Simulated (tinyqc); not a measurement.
## Field from the level spacing

Question. In a triangular well E_k = a_k (C F^2/mz1)^(1/3), a_1 = 2.338107, a_2 = 4.087949, C = hbar^2/(2 m0), F in eV/nm (1 MV/cm = 0.1 eV/nm). Find F, E_1, the mean distance 2 E_1/(3 F) of the lowest level and the sheet charge eps0 eps_r F/q behind such a field.

Values chosen for this exercise:
```
symbol,value,unit,meaning
eps_r,11.8,,relative permittivity
mz1,0.915,m0,mass along z of valley set A (2 valley(s))
```

Constants: q = 1.602176634e-19 C, hbar = 1.054571817e-34 J s, m0 = 9.1093837015e-31 kg, eps0 = 8.8541878128e-14 F/cm where lengths are in cm, hbar^2/(2 m0) = 0.0380998212 eV nm^2. Results are converted to the units shown.

spacing of the two lowest levels = 136.69584 meV

Solution. The spacing over a_2 - a_1 is the energy scale (C F^2/mz1)^(1/3), which gives F.

F = 1.070 MV/cm
E_1 = 182.7 meV
mean distance = 1.138 nm
sheet charge over q = 6.978e12 cm^-2

Program tinyqc, `OMP_NUM_THREADS=1 python tinyqc.py 2160089 2160090 out.jsonl`; Intel Xeon 2.30GHz, shared host, one thread, about 1 s.
